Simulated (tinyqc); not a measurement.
What moves the results: free and nearly free electrons in a metal. A value that a table varies takes the place of the one given here.

The cubic cell holds 4 atoms: n = 4 z/a^3, kF = (3 pi^2 n)^(1/3), EF = c kF^2/m, vF = 2 c kF/(m hbar), c = hbar^2/2m0; rs = (3/(4 pi n))^(1/3)/a0; D(EF) = 3 n/(2 EF).

Square wire of width w with grain size w: rho/rho0 = 1/(1 - 3 al/2 + 3 al^2 - 3 al^3 ln(1 + 1/al)) + (3/4) (1 - p) l/w, with al = (l/w) Rg/(1 - Rg) (Mayadas-Shatzkes plus the thick-wire form of Fuchs-Sondheimer); l = hbar kF/(n e^2 rho), e = 1.602176634e-19 C.

Constants: hbar^2/2m0 = 3.80998211 eV angstrom^2; hbar = 6.58211957e-16 eV s; a0 (Bohr radius) = 0.5291772105 angstrom.

Parameters, chosen for this exercise (near those of Al; the results hold for these values, not for the real material): a = 4.038 angstrom (fcc lattice constant); z = 3 (free electrons an atom); m = 1.2 m0 (mass); rho = 2.79 micro-ohm cm (bulk resistivity); p = 0.2 (specularity of the surfaces); Rg = 0.15 (reflection at grain boundaries); w = 14 nm (wire width).

## Resistivity of narrow wires

Wires:

| w (nm) | al | grain term (factor - 1) | surface term | rho (micro-ohm cm) |
|---|---|---|---|---|
| 200 | 0.013 | 0.019 | 0.043 | 2.96 |
| 100 | 0.025 | 0.037 | 0.085 | 3.13 |
| 50 | 0.050 | 0.074 | 0.170 | 3.47 |
| 30 | 0.083 | 0.122 | 0.283 | 3.92 |
| 20 | 0.125 | 0.181 | 0.425 | 4.48 |
| 14 | 0.179 | 0.257 | 0.607 | 5.20 |
| 10 | 0.250 | 0.357 | 0.850 | 6.16 |
| 7 | 0.357 | 0.505 | 1.215 | 7.59 |

l = 14.17 nm

At 7 nm the resistivity is 2.72 times the bulk value; surfaces add more (0.51 from grains, 1.21 from surfaces). It passes twice the bulk value between 14 and 10 nm. The surface formula is meant for w above l = 14 nm, so the rows below that are rough.

## What sets the wire resistivity

All results formed anew. Each row changes one parameter from the base and keeps the others.

Results:

| case | EF (eV) | l (nm) | wire rho (micro-ohm cm) |
|---|---|---|---|
| base | 9.768 | 14.17 | 5.202 |
| a = 4.159 angstrom | 9.208 | 15.03 | 5.347 |
| m = 1.44 m0 | 8.140 | 14.17 | 5.202 |
| rho = 3.348 micro-ohm cm | 9.768 | 11.81 | 5.763 |
| p = 0.5 | 9.768 | 14.17 | 4.566 |
| Rg = 0.105 | 9.768 | 14.17 | 4.966 |
| w = 9.8 nm | 9.768 | 14.17 | 6.226 |

The largest shifts from the base row, up to three for each result and ties (the steps differ in size, so this ranks the rows, not the parameters). EF (eV): m -1.628, a -0.560; unchanged at the printed digits by rho, p, Rg and w. l (nm): rho -2.36, a +0.86; unchanged at the printed digits by m, p, Rg and w. wire rho (micro-ohm cm): w +1.024, p -0.635, rho +0.561; unchanged at the printed digits by m. The mass drops out of l at given rho, because vF falls and tau rises by the same factor.

Program tinyqc; command `OMP_NUM_THREADS=1 python tinyqc.py 1650292 1650293 out.jsonl`; about 0.01 s on one thread of a shared Intel(R) Xeon(R) Processor @ 2.30GHz.
